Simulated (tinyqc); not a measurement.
## Junction parameters from two forward currents

Problem. D(v) = J1 (exp(v/Vt) - 1) + J2 (exp(v/(2 Vt)) - 1). Find J1, J2 and the voltage 2 Vt ln(J2/J1) near which both parts are equal.

Values chosen for this exercise: temperature T = 300 K.

Constants: q = 1.602176634e-19 C, kB = 1.380649e-23 J/K, Vt = kB T/q. Results are converted to the units shown.

junction voltages (V): 0.28  0.68
currents (uA/um): 3.8115485e-6  0.040572211

Solution. The current is linear in J1 and J2, so two points give two equations.

J1 = 1.20e-13 uA/um
J2 = 1.70e-8 uA/um
crossover = 0.613 V

Computed by the program tinyqc: `OMP_NUM_THREADS=1 python tinyqc.py 2182001 2182002 out.jsonl`, one thread of a shared Intel Xeon 2.30GHz, about 0.2 s for the whole run.
